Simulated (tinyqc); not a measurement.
## Short-channel transistor, virtual-source model with series resistance: effect of the temperature on the on and off currents

The current per gate width is the charge at the top of the source barrier (the virtual source) times its velocity times a saturation function; al and be are fitting constants of the model. Units: I in uA/um, Rs in ohm um, so I Rs = 1e-6 I Rs in volts; Q in uC/cm^2, so I = 1e-4 Q vx0 Fsat with vx0 in cm/s.

Intrinsic voltages Vg' = Vgs - I Rs, Vd' = Vds - 2 I Rs. n = n0 + nd Vd', VT = VT0 - dl Vd', Ff = 1/(1 + exp((Vg' - VT + al Vt/2)/(al Vt))), Q = Cinv n Vt ln(1 + exp((Vg' - VT + al Vt Ff)/(n Vt))), Vdsat = (vx0 L/mu)(1 - Ff) + Vt Ff, Fsat = u/(1 + u^be)^(1/be) with u = Vd'/Vdsat, and I = Q vx0 Fsat per width. I is solved self-consistently. Ion is I at Vgs = Vds = 0.6 V, Ioff at Vgs = 0, Vds = 0.6 V, and Rlin = Vds/I at Vgs = 0.6 V, Vds = 0.05 V. mu, vx0, VT0, dl and n0 are held fixed.

Values chosen for this exercise: inversion capacitance Cinv = 3.12 uF/cm^2; velocity at the virtual source vx0 = 5.19e6 cm/s; apparent mobility mu = 170 cm^2/(V s); channel length L = 20 nm; threshold at zero drain voltage VT0 = 0.338 V; drain-induced barrier lowering dl = 0.144 V/V; subthreshold factor n0 = 1.29; growth of n with drain voltage nd = 0.05 1/V; threshold shift (in units of Vt) from weak to strong inversion al = 3.5; sharpness of saturation be = 2; series resistance of each contact Rs = 50 ohm um.

Constants: q = 1.602176634e-19 C, kB = 1.380649e-23 J/K, Vt = kB T/q. Results are converted to the units shown.

Result of one run:
```
Ion (uA/um)  Ioff (nA/um)  log10(Ion/Ioff)  Rlin (ohm um)
508.7               35.73            4.153          262.6
```

Which temperature T gave this result: 230, 260, 290, 320 or 410 K?

T = 230 K.

The whole series:
```
T (K)  Ion (uA/um)  Ioff (nA/um)  log10(Ion/Ioff)  Rlin (ohm um)
200          508.3         7.690            4.820          263.5
230          508.7         35.73            4.153          262.6
260          509.3         115.9            3.643          261.5
290          510.2         293.1            3.241          260.3
320          511.3         619.3            2.917          259.0
350          512.7          1145            2.651          257.6
380          514.4          1915            2.429          256.3
410          516.4          2961            2.242          254.9
```

As T goes from 200 to 410 K, Ion rises from 508 to 516 uA/um, Ioff rises from 7.69 to 2960 nA/um and Rlin falls from 263 to 255 ohm um. Ion changes by a factor of 1.02 and Ioff by 385. For T = 350 to 410 K the off current passes 1 uA/um, so the device is hardly off at Vgs = 0.

Program tinyqc, `OMP_NUM_THREADS=1 python tinyqc.py 2380140 2380141 out.jsonl`; Intel Xeon 2.30GHz, shared host, one thread, about 0.02 s.
